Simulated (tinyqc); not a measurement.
Wannier functions of a composite (isolated) pair of valence bands (bonds of an sp chain), step by step. Values are carried at full precision from step to step, so a last printed digit may differ when a step is redone from the rounded ones.

Each atom has a hybrid pointing left (<) and right (>). H(k): diagonal +V3 on A, -V3 on B; <A<|A>> = -V1a, <B<|B>> = -V1b, <A>|B<> = -V2, <B>|A<> = -V2p exp(ik); k in 1/a, Bloch sums with exp(ikR). The two lowest bands are filled. Trial functions in cell 0: g1 = cos(c) A> + sin(c) B<, and g2 = sin(c) B> + cos(c) A< of cell 1, whose Bloch vector has cos(c) exp(-ik) on A<. Projection A_mn = <psi_m|g_n>, S = A^+ A, Loewdin U = A S^(-1/2), Bloch-like states w_n = sum_m psi_m U_mn, H_W(k) = U^+ diag(E) U. P = sum_m |psi_m><psi_m| is free of phase choices, and S = g^+ P g, w = P g S^(-1/2).

Inputs chosen for the exercise:
- V2 = 2.67 eV (coupling in the bond A-B inside the cell)
- V2p = 3.62 eV (coupling in the bond to the next cell)
- V1a = 1.39 eV (coupling of the two hybrids on A)
- V1b = 0.99 eV (the same on B)
- V3 = 1.96 eV (A at +V3, B at -V3)
- j = 2 (mesh point, k = 2 pi j/N)
- N = 6 (k points)
- c = 45 degrees (trial bonds cos(c) on A, sin(c) on B)
- xb = 0.41 a (position of B (A at 0))

## H at one mesh point

Fill in the matrix.

H(k) (eV):
```
                A<       A>       B<              B>
A<          1.9600  -1.3900        0  1.8100+3.1350i
A>         -1.3900   1.9600  -2.6700               0
B<               0  -2.6700  -1.9600         -0.9900
B>  1.8100-3.1350i        0  -0.9900         -1.9600
```

## Levels and the projector on the filled bands

Diagonalise; P = sum over the two lowest states of |psi><psi|.

levels (eV): -4.5768  -3.0649  2.7913  4.8503

P:
```
                 A<               A>              B<               B>
A<           0.2827   0.0956+0.0393i  0.0509+0.0293i  -0.2301-0.3684i
A>   0.0956-0.0393i           0.2280  0.4013+0.0205i  -0.0480-0.0399i
B<   0.0509-0.0293i   0.4013-0.0205i          0.7729   0.0871+0.0552i
B>  -0.2301+0.3684i  -0.0480+0.0399i  0.0871-0.0552i           0.7164
```

The filled states put 1.021 electrons on A and 2.979 on B at this k.

## Loewdin orthogonalisation

The trial vectors are the columns g1 = (0, cos c, sin c, 0), g2 = (cos c exp(-ik), 0, 0, sin c), k = 2 pi j/N. Form S = g^+ P g, its eigenvalues, S^(-1/2), and w = P g S^(-1/2).

S:
```
                 1                2
1           0.9017  -0.0468-0.0386i
2  -0.0468+0.0386i           0.9336
```

eigenvalues of S: 0.8549  0.9804

S^(-1/2):
```
                1               2
1          1.0548  0.0267+0.0220i
2  0.0267-0.0220i          1.0366
```

w:
```
                 1                2
A<  0.0927+0.0454i  -0.2706-0.4459i
A>  0.4653+0.0154i  -0.0836-0.0653i
B<  0.8769-0.0154i   0.0491+0.0368i
B>  0.0511-0.0291i   0.8443+0.0114i
```

The combinations of the trial bonds that diagonalise S lie 85.5 to 98.0 % inside the filled space; an eigenvalue near zero would mark a poor choice.

## The Hamiltonian in the new basis

H_W = w^+ H w; its eigenvalues must be the two filled levels.

H_W(k) (eV):
```
               1              2
1         -3.414  -0.576+0.271i
2  -0.576-0.271i         -4.228
```

eigenvalues (eV): -4.577  -3.065

## Hoppings between the Wannier functions

H_mn(R) = (1/N) sum_k exp(-ikR) H_W,mn(k), the coupling of function m in cell 0 to function n in cell R.

H(R) (eV):

| R | 11 | 12 | 21 | 22 |
|---|---|---|---|---|
| -2 | 0.0006 | -0.0009 | -0.0005 | 0.0009 |
| -1 | 0.0298 | -0.3251 | -0.0115 | 0.0364 |
| 0 | -3.3834 | -0.7454 | -0.7454 | -4.1907 |
| 1 | 0.0298 | -0.0115 | -0.3251 | 0.0364 |
| 2 | 0.0006 | -0.0005 | -0.0009 | 0.0009 |
| 3 | 0.0000 | 0.0000 | 0.0000 | 0.0001 |

The bond levels are -3.383 and -4.191 eV, against -sqrt(V2^2 + V3^2) = -3.312 and -4.117 for isolated bonds. Neighbouring bonds couple by -0.745 eV through B; the bond-orbital estimate is -V1b (1 + ap)/2 = -0.757 with the mean V2 in ap = V3/sqrt(V2^2 + V3^2).

## The functions in real space

w_n(R) = (1/N) sum_k exp(ikR) w_n(k); point-like hybrids at R (A) and R + xb (B) give centres and spreads.

Function 1:

| R | A< | A> | B< | B> |
|---|---|---|---|---|
| -2 | 0.0000 | 0.0002 | -0.0001 | -0.0010 |
| -1 | 0.0012 | 0.0039 | -0.0040 | -0.0344 |
| 0 | 0.0657 | 0.4598 | 0.8824 | 0.0336 |
| 1 | -0.0534 | -0.0146 | 0.0145 | 0.0002 |
| 2 | -0.0021 | -0.0006 | 0.0007 | 0.0000 |
| 3 | -0.0001 | 0.0000 | 0.0000 | -0.0001 |

centres (a): 1 0.3224, 2 0.5734

spreads (a^2): 1 0.0311, 2 0.0717

Function 1 has 99.0 % of its weight on the two hybrids of its bond. Its centre lies +0.1174 a from the middle of the bond, towards B, the atom with the lower level.

## Checks

- Eigenvalues of H_W against the filled levels: they agree to 1e-10 or better.
- W^+ w against the unit matrix: they agree to 1e-10 or better.

Run: tinyqc, `OMP_NUM_THREADS=1 python tinyqc.py 1450513 1450514 out.jsonl`; Intel(R) Xeon(R) Processor @ 2.30GHz, one thread, shared host; about 0.2 s of CPU time with all checks.
